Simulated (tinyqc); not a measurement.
Across the tunnelling window: band-to-band tunnelling across a p-n junction in a two-band chain.

Sites alternate A at -Eg/2 and C at +Eg/2 with hopping -t; near the edges, with k counted from the zone boundary pi/a, E^2 = (Eg/2)^2 + (t a k)^2, so t = sqrt(c Eg/m)/a gives the mass m, c = hbar^2/2m0. In the gap cosh(q a) = 1 + (Eg^2/4 - e^2)/(2 t^2), e the energy from the local mid-gap. The potential is V0 = Eg + ov on the p side (left), 0 on the n side, and falls linearly over the 2N sites of the junction, V_j = V0 (1 - j/(2N + 1)), j = 1 to 2N, site 1 being A. E = Eg/2 + x ov. A half chain that ends on a site of level e1 with neighbour e2 has g = (1 + z)/(E - e1), z = exp(-/+ i k a) the root with Im g < 0, cos(k a) = (E - e1)(E - e2)/(2 t^2) - 1. S_L = t^2 g (ending on C, shifted by V0), S_R = t^2 g (starting on A). T = 4 Im(S_L) Im(S_R) |G_(1,2N)|^2.

Constants: hbar^2/2m0 = 3.80998211 eV angstrom^2; e^2/h = 3.874045865e-05 S.

Parameters, chosen for this exercise (gap and mass near those of InAs; the results hold for these values, not for the real material): Eg = 0.364 eV (gap); m = 0.0231 m0 (mass of electron and light hole); a = 4 angstrom (period (two sites)); ov = 0.34 eV (overlap: top of the valence band on the p side above the conduction edge on the n side); Nw = 20 (periods in the junction).

N = Nw. The mean of T over the window uses 12 Gauss-Legendre points in x; the current of one channel with both spins, all states in the window full on the p side and empty on the n side, is (2e^2/h) <T> ov. WKB: exp(-2 I/F), I = pi Eg^2/(8 t a), F = V0/((2N + 1) a/2).

Against energy:

| x | E (eV) | T | T over WKB |
|---|---|---|---|
| 0.02 | 0.1888 | 0.107 | 0.509 |
| 0.10 | 0.2160 | 0.201 | 0.959 |
| 0.20 | 0.2500 | 0.242 | 1.155 |
| 0.35 | 0.3010 | 0.263 | 1.258 |
| 0.50 | 0.3520 | 0.268 | 1.281 |
| 0.65 | 0.4030 | 0.263 | 1.258 |
| 0.80 | 0.4540 | 0.242 | 1.155 |
| 0.90 | 0.4880 | 0.201 | 0.959 |
| 0.98 | 0.5152 | 0.107 | 0.509 |

mean T = 0.230
current = 6.07 microampere

What does the comparison show, and why?

WKB gives one value for the whole window, since the path through the gap is the same. The chain is symmetric about x = 0.5, where it gives 1.28 times WKB; among these rows it is largest at x = 0.5 (1.28), and it has 0.51 at x = 0.02 on its way to zero at the ends, where the velocity in one lead vanishes. The variation comes from the reflections where the field begins and ends, whose distance from the turning points changes with x.

Computed by tinyqc, a small Python program: `OMP_NUM_THREADS=1 python tinyqc.py 1482123 1482124 out.jsonl` (the numbers bound the seed that draws the inputs); one thread of a shared host (Intel(R) Xeon(R) Processor @ 2.30GHz), about 0.01 s for the whole set of steps.
